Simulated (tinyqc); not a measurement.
Charge control and current of a heterostructure field-effect transistor: one step, computed by the program tinyqc.

Two subbands in a triangular well; E_F is counted from the conduction band edge of the channel at the interface.

Problem. Threshold and barrier capacitance. Threshold V_T = phi_B - dE_c - sigma d/(eps eps_0) (in volts); C_b = eps eps_0/d.

Inputs (values chosen for the exercise, modelled on AlGaN/GaN):

| quantity | value | unit |
|---|---|---|
| permittivity eps (barrier and channel) | 9.32 | - |
| barrier thickness d | 27 | nm |
| Schottky barrier phi_B | 1.1 | eV |
| conduction band offset dE_c | 0.53 | eV |
| polarisation charge sigma/e | 1.8e+13 | 1/cm^2 |

Charge source: polarisation. Velocity law: two-piece.

Constants: e = 1.602176634e-19 C; eps_0 = 8.8541878128e-12 F/m.

Give: threshold voltage V_T; barrier capacitance C_b.

Solution.

threshold voltage V_T = -8.866 V

barrier capacitance C_b = 0.3056 microfarad/cm^2

The device is normally on.
